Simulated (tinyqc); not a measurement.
Interface traps from C-V curves, high-low and Terman methods: two steps of the calculation.

MOS capacitor on an n-type substrate; psi is the band bending, negative in depletion; only majority carriers are counted. At the bending psi the Fermi level lies y = xi - psi below the conduction edge at the surface, xi = Vt ln(Nc/Nd). Dit(y) = D0 + D1 exp(-y/E1); traps fill up to the Fermi level, follow the bias and a slow signal, and do not follow a fast one. V is the gate voltage from flat band.

Constants: q = 1.602176634e-19 C. Results are converted to the units shown.

Question 1. High-low extraction. q Dit = (1/C_LF - 1/Cox)^(-1) - (1/C_HF - 1/Cox)^(-1) at each point.

```
point  C_HF (nF/cm^2)  C_LF (nF/cm^2)
0           23.821742       68.308743
1           25.586206       69.873724
2           27.820945       71.921783
3           30.783003       74.760501
4           34.981768       79.001719
5           41.598990       85.996399
6           53.953851       99.173739
7           82.726428       128.33133
```

Cox = 556.95698 nF/cm^2

Give: Dit by high-low.

Answer 1.

Dit by high-low, point 0 to 7 (cm^-2 eV^-1): [3.306e11, 3.313e11, 3.327e11, 3.356e11, 3.416e11, 3.542e11, 3.802e11, 4.344e11]

Question 2. Terman extraction. psi at each point follows from C_HF and the ideal curve. Dit = (Cox/q) d(V - V0)/dpsi by central differences over the two neighbours.

```
point      psi (V)       V0 (V)        V (V)
0      -0.50000000  -0.54237211  -0.59398933
1      -0.43414286  -0.47346235  -0.51881038
2      -0.36828571  -0.40429474  -0.44335483
3      -0.30242857  -0.33479024  -0.36752341
4      -0.23657143  -0.26481881  -0.29114403
5      -0.17071429  -0.19413787  -0.21388672
6      -0.10485714  -0.12220228  -0.13502465
7      -0.03900000  -0.04745230  -0.05262041
```

Cox = 556.95698 nF/cm^2

Wanted: Dit by Terman.

Answer 2.

Dit by Terman, point 1 to 6 (cm^-2 eV^-1): [3.314e11, 3.329e11, 3.361e11, 3.427e11, 3.564e11, 3.848e11]

The differences overstate the curved tail; the largest error is 1.2 %, at point 6.

Computed by the program tinyqc: `OMP_NUM_THREADS=1 python tinyqc.py 2030063 2030064 out.jsonl`, one thread of a shared Intel Xeon 2.30GHz, about 0.01 s for the whole run.
